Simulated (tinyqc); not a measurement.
Hubbard chain of 4 sites, step by step. One step of it, computed by the program tinyqc.

Problem. Mean-field iteration 1. H(up) = T + U n(down), H(down) = T + U n(up); fill the lowest levels; n(new) = n + mixing (n(out) - n); E = tr T (rho up + rho down) + U sum n_up n_down of the output.

one-body matrix (hopping and site energies) (eV), lower triangle:
```
           1          2          3          4
1   0.470000
2  -1.930000   0.770000
3   0.000000  -1.930000   0.120000
4   0.000000   0.000000  -1.930000  -0.190000
```

U = 3.200000 eV

electrons, up and down: 2  2

mixing = 1

n(up) at the start (a guess, not normalised): 1 0.800000, 2 0.200000, 3 0.800000, 4 0.200000

n(down) at the start (a guess): 1 0.200000, 2 0.800000, 3 0.200000, 4 0.800000

Give: levels, up; levels, down; energy; n(up) after iteration 1; n(down) after iteration 1.

Solution.

levels, up (eV): -1.3867  0.4101  3.2121  5.3344

levels, down (eV): -1.3470  0.2679  3.4265  5.2226

energy = -4.1813 eV

n(up) after iteration 1: 1 0.7690, 2 0.2809, 3 0.6775, 4 0.2726

n(down) after iteration 1: 1 0.2343, 2 0.6626, 3 0.3001, 4 0.8030
